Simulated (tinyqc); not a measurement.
Band bending at a free surface with a continuum of surface states, surface photovoltage and Kelvin probe: one step of the calculation.

n-type bulk, xi = Ec - EF = Vt ln(Nc/Nd), p0 = ni^2/Nd, ni = sqrt(Nc Nv) exp(-Eg/(2 Vt)), Eg in volts. b is the upward band bending, u = b/Vt. Space charge per area, in units of q: Qc = sign(b) sqrt((2 eps0 eps_r Vt/q) [(Nd + dn)(exp(-u) - 1) + Nd u + (p0 + dn)(exp(u) - 1)]), with dn the excess density under light (flat quasi-Fermi levels; 0 in the dark). The states hold -Ds (E0 - xi - b): negative while the Fermi level lies above the neutrality level. Neutrality: Qc + Qf + (charge of the states) = 0.

Question. Band bending in the dark. Newton step: b(new) = b - (Qc + Qf - Ds (E0 - xi - b))/(dQc/db + Ds), dQc/db = (eps0 eps_r/q) [Nd (1 - exp(-u)) + p0 exp(u)]/Qc.

Values chosen for this exercise; band and dielectric values close to those of 4H silicon carbide: temperature T = 350 K; band gap Eg = 3.32 eV; relative permittivity eps_r = 9.69; conduction-band density of states at T Nc = 2.17e19 cm^-3; valence-band density of states at T Nv = 3.21e19 cm^-3; donor density Nd = 1.2e17 cm^-3; fixed positive charge at the surface Qf = 0 cm^-2; density of surface states Ds = 8.5e11 cm^-2 eV^-1; depth of their neutrality level below the conduction edge E0 = 1.02 eV.

Constants: q = 1.602176634e-19 C, kB = 1.380649e-23 J/K, Vt = kB T/q, eps0 = 8.8541878128e-14 F/cm where lengths are in cm. Results are converted to the units shown.

b after iteration 1 = 0.19017542 V

Find: b after iteration 2.

Answer.

b after iteration 2 = 0.2425 V

Computed by the program tinyqc: `OMP_NUM_THREADS=1 python tinyqc.py 2430009 2430010 out.jsonl`, one thread of a shared Intel Xeon 2.30GHz, about 0.01 s for the whole run.
